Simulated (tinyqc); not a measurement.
Comparisons within one model: optical gain and spontaneous emission in a bulk direct-gap semiconductor. A value that a table varies takes the place of the one given here.

Parabolic bands, vertical transitions, no excitons. For each hole band j: mr = me mj/(me + mj); joint density of states J_j(E) = (mr/c)^(3/2) sqrt(E - Eg)/(2 pi^2), both spins, c = hbar^2/2m0; averaged matrix element |e.p|^2 = m0 Ep/6; alpha_j(E) = 4 pi^2 alpha_f c Ep J_j/(3 nr E) in 1/angstrom (alpha_f the fine-structure constant, listed as alpha among the constants), times 1e8 for 1/cm.

F_j(eta) = (1/Gamma(j + 1)) integral_0^infinity x^j dx/(1 + exp(x - eta)), which tends to exp(eta) for eta << 0.

Quasi-Fermi levels: n = Nc F_1/2(Fc/kT) and p = Nv F_1/2(Fv/kT), Fc counted up from the conduction edge and Fv down from the valence edge; Nc, Nv from N = 2 (m kB T/(4 pi c))^(3/2) with c = hbar^2/2m0, in 1/angstrom^3; times 1e24 for 1/cm^3, with me and (mhh^(3/2) + mlh^(3/2))^(2/3).

For band j the electron sits at Ee = (E - Eg) mr/me above its edge and the hole at Eh = (E - Eg) mr/mj; fe = 1/(1 + exp((Ee - Fc)/kT)), fh = 1/(1 + exp((Eh - Fv)/kT)); gain g = sum_j alpha_j (fe + fh - 1).

Spontaneous rate: R = integral of (nr E/(hbar c))^2/(pi^2 hbar) sum_j alpha_j fe fh dE, with alpha in 1/cm and (nr E/(hbar c))^2 in 1/cm^2 (1e16 per 1/angstrom^2); B = R/(n p); lifetime n/R.

Constants: hbar^2/2m0 = 3.80998211 eV angstrom^2; fine-structure constant alpha = 0.007297352564; kB = 8.617333262e-05 eV/K; hbar = 6.58211957e-16 eV s; hbar c = 1973.269805 eV angstrom.

Parameters, chosen for this exercise (near those of GaAs; the results hold for these values, not for the real material):
- Eg = 1.408 eV (direct gap)
- me = 0.0668 m0 (electron mass)
- mhh = 0.499 m0 (heavy-hole mass)
- mlh = 0.0845 m0 (light-hole mass)
- Ep = 26.4 eV (Kane energy)
- nr = 3.57 (refractive index)
- T = 300 K
- n = 2.1e+18 1/cm^3 (injected density, n = p)

## Peak gain against injection

The peak is the largest g over E; a dash marks no gain.

Gain:

| n (1/cm^3) | Fc (eV) | Fv (eV) | peak gain (1/cm) | peak E - Eg (eV) | B (cm^3/s) |
|---|---|---|---|---|---|
| 6.1e+17 | 0.0215 | -0.0703 | - | - | 2.31e-10 |
| 9.8e+17 | 0.0412 | -0.0577 | - | - | 2.17e-10 |
| 1.4e+18 | 0.0586 | -0.0480 | 47 | 0.0037 | 2.04e-10 |
| 1.7e+18 | 0.0694 | -0.0427 | 182 | 0.0096 | 1.95e-10 |
| 2.2e+18 | 0.0856 | -0.0356 | 443 | 0.0190 | 1.83e-10 |
| 2.8e+18 | 0.1028 | -0.0288 | 757 | 0.0294 | 1.70e-10 |
| 3.7e+18 | 0.1261 | -0.0207 | 1194 | 0.0434 | 1.55e-10 |
| 4.9e+18 | 0.1538 | -0.0123 | 1707 | 0.0592 | 1.39e-10 |

transparency density (Fc + Fv = 0) = 1.22e+18 1/cm^3

Gain starts at 1.22e+18 1/cm^3, where Fc = -Fv = 0.0517 eV: with Nv/Nc = 22 the electrons must be degenerate before the holes are. The slope of peak gain against n is 4.50e-16 cm^2 between the first two rows with gain and 4.27e-16 between the last two; the peak moves from 0.0037 to 0.0592 eV above the gap as the bands fill, and B falls by a factor 1.67. Line broadening and gap shrinkage are left out.

## Gain spectrum

At the density n.

Spectrum:

| E - Eg (eV) | alpha, empty (1/cm) | fe, heavy | fh, heavy | g (1/cm) |
|---|---|---|---|---|
| 0.005 | 1984 | 0.953 | 0.190 | 280 |
| 0.010 | 2795 | 0.945 | 0.187 | 357 |
| 0.020 | 3925 | 0.925 | 0.180 | 386 |
| 0.030 | 4774 | 0.897 | 0.173 | 308 |
| 0.045 | 5787 | 0.840 | 0.163 | 16 |
| 0.060 | 6614 | 0.758 | 0.154 | -498 |
| 0.080 | 7534 | 0.613 | 0.143 | -1551 |
| 0.100 | 8312 | 0.445 | 0.132 | -2955 |
| 0.130 | 9292 | 0.224 | 0.117 | -5257 |
| 0.170 | 10357 | 0.069 | 0.099 | -7830 |
| 0.220 | 11420 | 0.013 | 0.081 | -10022 |

Fc + Fv = 0.0456 eV

g is positive below E - Eg = 0.0456 eV; the largest value listed is 386 1/cm at 0.020 eV. At 0.220 eV above the gap g is -0.88 times the absorption of the empty crystal, whose limit is -1.

## Transparency density and B against temperature

Eg is held fixed; B is taken at n = 1e15 1/cm^3.

Results:

| T (K) | transparency density (1/cm^3) | Fc/kT there | B (cm^3/s) |
|---|---|---|---|
| 100 | 2.35e+17 | 2.000 | 1.32e-09 |
| 150 | 4.33e+17 | 2.000 | 7.24e-10 |
| 200 | 6.66e+17 | 2.000 | 4.73e-10 |
| 250 | 9.31e+17 | 2.000 | 3.40e-10 |
| 300 | 1.22e+18 | 2.000 | 2.60e-10 |
| 350 | 1.54e+18 | 2.000 | 2.07e-10 |
| 400 | 1.88e+18 | 2.000 | 1.70e-10 |
| 500 | 2.63e+18 | 2.000 | 1.23e-10 |

Fc/kT at transparency stays at 2.000, since it depends on Nv/Nc alone, so the density goes as T^1.50. B goes as T^-1.48, against T^-1.5 for non-degenerate carriers: hot carriers spread over k and fewer pairs share a wave vector.

## What moves transparency and gain

Transparency is Fc + Fv = 0; the peak is the largest g over E at the density n (0 if none). Each row changes one parameter from the base and keeps the others.

Results:

| case | transparency density (1/cm^3) | Fc + Fv (eV) | peak gain (1/cm) |
|---|---|---|---|
| base | 1.22e+18 | 0.0456 | 390 |
| me = 0.0768 m0 | 1.40e+18 | 0.0327 | 318 |
| mhh = 0.299 m0 | 9.48e+17 | 0.0656 | 847 |
| Ep = 29 eV | 1.22e+18 | 0.0456 | 428 |
| T = 340 K | 1.48e+18 | 0.0326 | 215 |
| n = 2.73e+18 1/cm^3 | 1.22e+18 | 0.0714 | 721 |
| nr = 3.75 | 1.22e+18 | 0.0456 | 371 |

The largest shifts from the base row, up to three for each result and ties (the steps differ in size, so this ranks the rows, not the parameters). transparency density (1/cm^3): mhh -2.75e+17, T +2.53e+17, me +1.76e+17; unchanged at the printed digits by Ep, n and nr. Fc + Fv (eV): n +0.0258, mhh +0.0200, T -0.0130; unchanged at the printed digits by Ep and nr. peak gain (1/cm): mhh +457, n +331, T -175.

tinyqc: `OMP_NUM_THREADS=1 python tinyqc.py 1682493 1682494 out.jsonl`; about 0.09 s, one thread, shared Intel(R) Xeon(R) Processor @ 2.30GHz.
